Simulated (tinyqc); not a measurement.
Plane-wave Kohn-Sham cycle with exchange-only LDA in a layered model solid, step by step. One step of it, computed by the program tinyqc.

Problem. Iteration 2: potential. V_H(G) = 4 pi rho(G)/G^2 for G != 0 (uniform background); v_x = -(3 rho/pi)^(1/3); V = V_ext + V_H + v_x; Fourier components f(G_m) = (1/N) sum_j f(x_j) exp(-i G_m x_j).

A solid whose potential varies along x alone (atomic units):
```
parameter                      value
period a                   10.000000
cross-section of the cell  26.000000
electrons per cell                 4
grid points                       16
plane waves -n..n, n               3
k points                           3
V1 in V1 cos(2 pi x/a)     -0.120000
```

density after iteration 1 (e/bohr^3): 0.01570653  0.01576950  0.01587009  0.01584308  0.01561696  0.01526209  0.01490955  0.01466380  0.01457720  0.01466380  0.01490955  0.01526209  0.01561696  0.01584308  0.01587009  0.01576950

Give: Potentials on the grid; V(G_m), m = 0, 1, 2, ....

Solution.

Potentials on the grid (hartree):
```
x       V_ext       V_H     v_x       V
0.000  -0.120     0.018  -0.247  -0.349
0.625  -0.111     0.017  -0.247  -0.341
1.250  -0.085     0.014  -0.247  -0.318
1.875  -0.046     0.009  -0.247  -0.284
2.500       0  1.88e-03  -0.246  -0.244
3.125   0.046    -0.006  -0.244  -0.205
3.750   0.085    -0.014  -0.242  -0.172
4.375   0.111    -0.020  -0.241  -0.150
5.000   0.120    -0.021  -0.241  -0.142
5.625   0.111    -0.020  -0.241  -0.150
6.250   0.085    -0.014  -0.242  -0.172
6.875   0.046    -0.006  -0.244  -0.205
7.500       0  1.88e-03  -0.246  -0.244
8.125  -0.046     0.009  -0.247  -0.284
8.750  -0.085     0.014  -0.247  -0.318
9.375  -0.111     0.017  -0.247  -0.341
```

V(G_m), m = 0, 1, 2, ... (hartree): -0.245  -0.052  0.000  0.000  0.000  0.000  0.000
